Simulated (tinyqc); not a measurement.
Read current of a NAND string, cells in series solved by shooting: one step of the calculation.

Cells in series, numbered from 0 at the source line (0 V) to the bit line, each followed by a gap resistance Rg. A cell with gate Vg, threshold VT, source Vs and drain Vd passes I = 2 nf K Vt^2 [F(Vs) - F(Vd)]/(1 + th max(Vg - VT, 0)), F(V) = ln^2(1 + exp((Vg - VT - nf V)/(2 nf Vt))). The selected cell has Vg = Vr, the others Vg = Vp.

Problem. Node voltages for a trial current. For a trial current I start at 0 V and, cell by cell (the selected one is cell 1), solve for the drain: sqrt(F(Vd)) = sqrt(F(Vs) - I/k), k = 2 nf K Vt^2/(1 + th max(Vg - VT, 0)), Vd = [Vg - VT - 2 nf Vt ln(exp(sqrt F) - 1)]/nf, then add I Rg.

Inputs (values chosen for the exercise); values of the order met in vertical NAND strings: temperature T = 300 K; gain factor of a cell K = 5.5 uA/V^2; slope factor nf = 1.4; mobility reduction factor th = 0.16 1/V; resistance of the gap between cells Rg = 11 kohm; bit-line voltage Vbl = 0.7 V; pass voltage Vp = 5.8 V; read voltage on the selected word line Vr = 2.03 V.

Constants: q = 1.602176634e-19 C, kB = 1.380649e-23 J/K, Vt = kB T/q. Results are converted to the units shown.

first trial current = 0.73 uA
thresholds from the source end, cell 0 to 4 (V): 4  0.8  -0.9  -0.9  -0.9

Wanted: node voltage after each cell and gap, trial 1.

Solution.

node voltage after each cell and gap, trial 1, cell 0 to 4 (V): 0.1068  0.2794  0.3312  0.3836  0.4365

Numbers from tinyqc (`OMP_NUM_THREADS=1 python tinyqc.py 2142068 2142069 out.jsonl`; about 0.5 s on one thread of a shared Intel Xeon 2.30GHz).
